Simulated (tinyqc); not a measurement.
Worked calculation: plane-wave Kohn-Sham cycle with exchange-only LDA in a layered model solid. One step of it, computed by the program tinyqc.

Problem. Iteration 2: potential. V_H(G) = 4 pi rho(G)/G^2 for G != 0 (uniform background); v_x = -(3 rho/pi)^(1/3); V = V_ext + V_H + v_x; Fourier components f(G_m) = (1/N) sum_j f(x_j) exp(-i G_m x_j).

A solid whose potential varies along x alone (atomic units):
```
parameter                      value
period a                   12.400000
cross-section of the cell  29.000000
electrons per cell                 2
grid points                       16
plane waves -n..n, n               3
k points                           4
V1 in V1 cos(2 pi x/a)     -0.480000
V2 in V2 cos(4 pi x/a)      0.070000
```

density after iteration 1 (e/bohr^3): [0.00699216, 0.00670790, 0.00607284, 0.00549028, 0.00516312, 0.00504222, 0.00501196, 0.00500655, 0.00500586, 0.00500655, 0.00501196, 0.00504222, 0.00516312, 0.00549028, 0.00607284, 0.00670790]

Give: Potentials on the grid; V(G_m), m = 0, 1, 2, ....

Solution.

Potentials on the grid (hartree):
```
x          V_ext      V_H      v_x        V
0.0000   -0.4100   0.0485  -0.1883  -0.5498
0.7750   -0.3940   0.0433  -0.1857  -0.5364
1.5500   -0.3394   0.0296  -0.1797  -0.4894
2.3250   -0.2332   0.0121  -0.1737  -0.3948
3.1000   -0.0700  -0.0051  -0.1702  -0.2453
3.8750    0.1342  -0.0193  -0.1689  -0.0540
4.6500    0.3394  -0.0298  -0.1685   0.1411
5.4250    0.4930  -0.0360  -0.1685   0.2884
6.2000    0.5500  -0.0381  -0.1685   0.3434
6.9750    0.4930  -0.0360  -0.1685   0.2884
7.7500    0.3394  -0.0298  -0.1685   0.1411
8.5250    0.1342  -0.0193  -0.1689  -0.0540
9.3000   -0.0700  -0.0051  -0.1702  -0.2453
10.0750  -0.2332   0.0121  -0.1737  -0.3948
10.8500  -0.3394   0.0296  -0.1797  -0.4894
11.6250  -0.3940   0.0433  -0.1857  -0.5364
```

V(G_m), m = 0, 1, 2, ... (hartree): [-0.1742, -0.2231, 0.0355, -0.0002, 0.0000, 0.0000, 0.0000]
